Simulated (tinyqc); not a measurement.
## Capacitances against the distance to each plane

Endless row of lines of width wl, height tl and space sl between grounded planes at distance hd; e2 fills the gaps beside the lines, e1 the rest. Laplace's equation is solved on meshes of 3, 6 and 12 steps per unit u and extrapolated (Aitken), which is good to about 0.2 %. C_even (all lines at 1 V) is the capacitance Cg to the planes; C_odd (neighbours in antiphase) = Cg + 4 Cc if only nearest neighbours couple, which defines Cc; total with quiet neighbours Cg + 2 Cc. Plate values 2 eps0 e1 wl/hd and eps0 e2 tl/sl.

Inputs (values chosen for the exercise): relative permittivity above and below the lines e1 = 2.4; relative permittivity between the lines e2 = 7; line width, in units u wl = 6 u; line height tl = 8 u; space between lines sl = 8 u.

Constants: eps0 = 8.8541878128e-12 F/m. Results are converted to the units shown.

The same in every row: plate Cc (aF/um) = 62.0.

Capacitances against the distance to each plane:
columns A: hd (u); B: Cg (aF/um); C: Cc (aF/um); D: Cg + 2 Cc (aF/um); E: C_odd (aF/um); F: plate Cg (aF/um); G: share of coupling, 2 Cc/(Cg + 2 Cc) (%)
```
A      B     C    D    E     F     G
2    253  46.3  345  438   128  26.8
3    177  52.3  281  386  85.0  37.2
4    136  56.5  249  362  63.8  45.4
5    111  59.7  230  349  51.0  51.9
6   93.3  62.2  218  342  42.5  57.1
8   71.0  66.0  203  335  31.9  65.0
10  57.3  68.8  195  333  25.5  70.6
```

As hd goes from 2 to 10, Cg falls from 253 to 57.3 aF/um, Cc rises from 46.3 to 68.8 aF/um and the share of coupling rises from 26.8 to 70.6 %. Cg is 1.98 times its plate value in the first row and 2.25 times in the last; for Cc the ratios are 0.746 and 1.11. Neighbours in antiphase raise the load by a factor of 1.27 and 1.71 over quiet ones.

Program tinyqc, `OMP_NUM_THREADS=1 python tinyqc.py 2790188 2790189 out.jsonl`; Intel Xeon 2.30GHz, shared host, one thread, about 1 s.
